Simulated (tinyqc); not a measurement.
# Long-channel MOSFET, surface-potential model: several studies

n-channel transistor on a uniformly doped p-type body, gradual-channel approximation, constant mobility, Boltzmann statistics, full ionisation. Potentials are counted from the neutral body; V is the electron quasi-Fermi potential, Vsb at the source and Vsb + Vds at the drain. Charges are magnitudes per area.

Values chosen for this exercise; material values those of a made-up semiconductor:
- T = 325 K (temperature)
- Eg = 1.25 eV (band gap)
- eps_r = 15 (relative permittivity of the semiconductor)
- Nc = 3.65e19 cm^-3 (conduction-band density of states at T)
- Nv = 2.93e19 cm^-3 (valence-band density of states at T)
- Na = 7.9e16 cm^-3 (acceptor density of the body)
- eox = 25.2 (relative permittivity of the gate insulator)
- tox = 19 nm (insulator thickness)
- Vfb = -1.04 V (flat-band voltage)
- mu = 620 cm^2/(V s) (channel mobility)
- W = 10 um (gate width)
- L = 0.5 um (gate length)
- Vsb = 0.3 V (source-body reverse bias)
- Vgs = 0.33 V (gate-source voltage)
- Vds = 2 V (drain-source voltage)

Constants: q = 1.602176634e-19 C, kB = 1.380649e-23 J/K, Vt = kB T/q, eps0 = 8.8541878128e-14 F/cm where lengths are in cm. Results are converted to the units shown.

Each table varies one quantity; the others keep the values above.

## Effect of the insulator thickness

ni = sqrt(Nc Nv) exp(-Eg/(2 Vt)), Eg in volts; phiF = Vt ln(Na/ni); Cox = eps0 eox/tox; gamma = sqrt(2 q eps0 eps_r Na)/Cox. The surface potential psi at channel potential V solves Vgs + Vsb - Vfb - psi = gamma sqrt(G), G = psi - Vt + Vt exp((psi - 2 phiF - V)/Vt). Charge sheet: Qi = Cox gamma [sqrt(G) - sqrt(psi - Vt)]; I = mu (W/L) [integral of Qi dpsi from psi_0 to psi_L (drift) + Vt (Qi0 - QiL) (diffusion)], with psi_0 at V = Vsb and psi_L at V = Vsb + Vds. VT = Vfb + 2 phiF + gamma sqrt(2 phiF + Vsb), m = 1 + gamma/(2 sqrt(2 phiF + Vsb)). The swing is 20 mV/log10[I(VT - 0.14 V)/I(VT - 0.16 V)] of the charge-sheet current at the given Vds.

Effect of the insulator thickness:
```
tox (nm)	gamma (V^0.5)	VT (V)	m	swing (mV/decade)	I at Vgs, Vds (uA)
6.3	0.05177	-0.07051	1.024	67.04	1168
8.5	0.06985	-0.05060	1.032	67.61	816.6
12	0.09861	-0.01893	1.045	68.53	499.6
16	0.1315	0.01726	1.060	69.58	300.4
21	0.1726	0.06251	1.078	70.89	162.2
28	0.2301	0.1258	1.104	72.72	65.55
38	0.3123	0.2163	1.142	75.33	13.66
```

What does the comparison show?

As tox goes from 6.3 to 38 nm, VT rises from -0.0705 to 0.216 V, the swing rises from 67.0 to 75.3 mV a decade and the current falls from 1170 to 13.7 uA. The swing is 1.6 % above m Vt ln 10 in the first row and 2.3 % above it in the last. For tox = 6.3 to 16 nm the surface electron density at the source passes 0.3 Nc, where degeneracy and quantisation, left out here, matter. For tox = 6.3 to 21 nm mu V/L, with V the smaller of Vds and (Vgs - VT)/m, passes 3e6 cm/s, so velocity saturation would lower the current.

## Effect of the source-body reverse bias

Same model as above.

The same in every row: gamma (V^0.5) = 0.1561.

Effect of the source-body reverse bias:
```
Vsb (V)	VT (V)	m	swing (mV/decade)	I at Vgs, Vds (uA)
0	0.02163	1.082	71.67	255.6
0.5	0.05805	1.066	69.80	181.1
1	0.08841	1.056	68.87	129.0
1.5	0.1150	1.050	68.29	91.34
2	0.1389	1.046	67.88	63.82
2.5	0.1609	1.042	67.58	43.77
3	0.1813	1.039	67.35	29.33
```

What does the table show?

As Vsb goes from 0 to 3 V, VT rises from 0.0216 to 0.181 V, the swing falls from 71.7 to 67.4 mV a decade and the current falls from 256 to 29.3 uA. The swing is 2.7 % above m Vt ln 10 in the first row and 0.47 % above it in the last. For Vsb = 0 to 0.5 V mu V/L, with V the smaller of Vds and (Vgs - VT)/m, passes 3e6 cm/s, so velocity saturation would lower the current.

## Output curve

Pao-Sah: Qi(V) = (Cox gamma/2) integral from 3 Vt to psi of exp((u - 2 phiF - V)/Vt)/sqrt(G(u, V)) du, and I = mu (W/L) integral of Qi dV from Vsb to Vsb + Vds. Square law: VT = Vfb + 2 phiF + gamma sqrt(2 phiF + Vsb), m = 1 + gamma/(2 sqrt(2 phiF + Vsb)), I = mu Cox (W/L) [(Vgs - VT) v - m v^2/2] with v the smaller of Vds and (Vgs - VT)/m, and zero below VT.

In this table Vgs = 0.34 V.

Output curve:
```
Vds (V)	psi_L (V)	QiL (nC/cm^2)	I, charge sheet (uA)	I, Pao-Sah (uA)	I, square law (uA)
0.05	1.385	133.0	93.48	98.40	195.7
0.1	1.421	87.58	158.8	167.2	352.5
0.15	1.453	48.28	198.9	209.3	470.2
0.2	1.476	19.45	218.6	229.8	549.0
0.24	1.486	6.847	224.6	236.0	583.9
0.29	1.490	1.358	226.7	238.1	594.0
0.34	1.491	0.2358	227.1	238.5	594.0
0.39	1.491	0.03979	227.2	238.6	594.0
0.44	1.491	0.006681	227.2	238.6	594.0
```

Read the table: what changes, and by how much?

The Pao-Sah current rises from 98.4 to 239 uA, while the charge at the drain end falls from 133 to 0.00668 nC/cm^2. The current first comes within 1 % of its last value at Vds = 0.29 V among the rows listed; the square law saturates at (Vgs - VT)/m = 0.276 V. Over the last two rows psi_L moves by less than 1 mV: the drain has lost hold of the surface potential, so the current no longer grows. In the last row the charge sheet is 4.8 % below Pao-Sah and the square law 2.49 times it. For Vds = 0.29 to 0.44 V mu V/L, with V the smaller of Vds and (Vgs - VT)/m, passes 3e6 cm/s, so velocity saturation would lower the current.

Program tinyqc, `OMP_NUM_THREADS=1 python tinyqc.py 2360044 2360045 out.jsonl`; Intel Xeon 2.30GHz, shared host, one thread, about 0.04 s.
